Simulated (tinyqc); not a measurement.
Double-gate transistor below threshold, two-dimensional Poisson equation on a small mesh: one step of the calculation.

Half of a symmetric double-gate structure: row 0 is the mid-plane of the body, where the normal field vanishes. Mobile charge is neglected (subthreshold), the body is fully depleted, and potentials are counted from the intrinsic level; rows run upward to the gate, columns from source to drain.

Question. Gauss-Seidel sweep. Free nodes: rows 0..3, columns 1..5, taken row by row from row 0, left to right. t = (up psi(above) + dn psi(below) + lat [psi(left) + psi(right)] + s)/(up + dn + 2 lat), with the newest neighbours; psi(new) = t.

psi after iteration 1 (V):
```
              j=0         j=1         j=2         j=3         j=4         j=5         j=6
row 0   0.5600000  -0.0965541  -0.2074585  -0.2261923  -0.2293568  -0.0119859   1.0600000
row 1   0.5600000  -0.0523726  -0.1925323  -0.2224103  -0.2285050   0.0603383   1.0600000
row 2   0.5600000  -0.1136413  -0.2095505  -0.2261118  -0.2292455  -0.0398505   1.0600000
row 3   0.1650000  -0.1684632  -0.2192802  -0.2279736  -0.2296074  -0.1294399   0.4150000
row 4  -0.2300000  -0.2300000  -0.2300000  -0.2300000  -0.2300000  -0.2300000  -0.2300000
```

up, row 0 to 3: [13.356000, 13.356000, 24.818182, 24.818182]
dn, row 0 to 3: [0, 13.356000, 13.356000, 24.818182]
lat, row 0 to 3: [3.4071429, 6.8142857, 3.7135714, 0.61285714]
s, row 0 to 3 (V): [0, 0, 0, 0]

Find: psi after iteration 2.

Answer.

psi after iteration 2 (V):
```
           j=0      j=1      j=2      j=3      j=4      j=5      j=6
row 0   0.5600   0.0249  -0.1615  -0.2133  -0.1894   0.1870   1.0600
row 1   0.5600   0.0327  -0.1549  -0.2102  -0.1639   0.2001   1.0600
row 2   0.5600  -0.0536  -0.1875  -0.2196  -0.1941   0.0587   1.0600
row 3   0.1650  -0.1390  -0.2081  -0.2247  -0.2112  -0.0811   0.4150
row 4  -0.2300  -0.2300  -0.2300  -0.2300  -0.2300  -0.2300  -0.2300
```

Program tinyqc, `OMP_NUM_THREADS=1 python tinyqc.py 2480043 2480044 out.jsonl`; Intel Xeon 2.30GHz, shared host, one thread, about 0.1 s.
